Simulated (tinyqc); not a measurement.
Worked calculation: concentration-dependent dopant diffusion with charged defects and the built-in field. Computed by tinyqc, a small Python program that keeps every step. Command: `OMP_NUM_THREADS=1 python tinyqc.py 3008141 3008142 out.jsonl extrinsic walk`. One thread of a shared host (Intel(R) Xeon(R) Processor @ 2.30GHz), about 0.04 s of CPU time with the checks. Intermediate numbers are printed to about 7 digits and carried at full precision; extremes and crossings named in words are read from the listed rows.

A constant source C_s feeds a half space. The dopant moves through neutral point defects and through charged ones, whose number grows with the majority carrier density n.

Inputs (values chosen for the exercise, modelled on boron in silicon):
```
quantity,value,unit
neutral prefactor D0x,0.0508,cm^2/s
neutral activation energy E0,3.49,eV
singly charged prefactor D01,0.961,cm^2/s
activation energy E1,3.51,eV
surface concentration C_s,2.4e+18,1/cm^3
junction level C_B,4.4e+16,1/cm^3
temperature T,1075,C
time t,820,s
```

Field enhancement: on.

Constants: k_B = 8.617333262e-05 eV/K.

## Intrinsic density and partial diffusivities

n_i = 3.87e16 T^1.5 exp(-7014/T) per cm^3 (T in kelvin, an empirical form); each D = prefactor x exp(-E/(k_B T)); the intrinsic diffusivity D_i is their sum. Temperatures in kelvin are T(C) + 273.15.

n_i = 1.053952e+19 1/cm^3

partial diffusivities (cm^2/s): Dx 4.562733e-15, D1 7.266394e-14

intrinsic diffusivity D_i = 7.722667e-14 cm^2/s

## Diffusivity at the surface

n = C/2 + sqrt(C^2/4 + n_i^2); D(C) = h [Dx + D1 (n/n_i)], h = 1 + C/sqrt(C^2 + 4 n_i^2).

n/n_i = 1.120318

field factor h = 1.113126

surface diffusivity D_s = 9.569486e-14 cm^2/s

enhancement D_s/D_i = 1.239143

C_s is 0.228 times n_i: D_s stays within a factor 1.5 of D_i.

## Similarity solution

With y = x/sqrt(D_s t), u = C/C_s and q = -(D/D_s) du/dy: du/dy = -q D_s/D, dq/dy = -(y/2) q D_s/D, u(0) = 1. The surface flux q(0) is shot so that u tends to 0 (LSODA, an adaptive multistep solver, relative tolerance 1e-10). Dose Q = 2 q(0) C_s sqrt(D_s t). The junction lies where C = C_B.

surface flux q(0) = 0.5432567

dose Q = 2.309923e+13 1/cm^2

junction in units of sqrt(D_s t) = 3.081924

junction depth x_j = 273.0066 nm

For a constant D, q(0) = 1/sqrt(pi) = 0.5642; for D proportional to C it tends to 0.444, with the front at y = 1.616.

## Where the concentration falls to given levels

For comparison, erfc profiles with a constant D: x = 2 sqrt(D t) erfc^-1(C/C_s), with D = D_i and D = D_s.

Depth (nm):
```
C/C_s,D/D_s,full,erfc with D_i,erfc with D_s
8.00e-01,0.9590802,32.3034,28.5116,31.7382
5.00e-01,0.8998611,83.4813,75.9068,84.4971
2.00e-01,0.8432676,153.3893,144.2254,160.5470
1.00e-01,0.8249911,194.0137,185.1113,206.0599
3.00e-02,0.8123731,252.1581,244.2212,271.8592
1.00e-02,0.8087945,296.9904,289.8829,322.6884
1.00e-03,0.8071880,376.1754,370.3147,412.2225
1.00e-04,0.8070275,442.9139,437.8459,487.3959
```

The depth between C/C_s = 0.1 and 1e-4 spans 249 nm in the full profile, against 253 nm for D_i and 281 nm for D_s; the ratio of the depths at 1e-4 and at 0.5 is 5.31, against 5.77 for any erfc. The profile stays close to an erfc.

Checks made by the program: dose from the flux against the area under the profile (relative difference 3e-07).
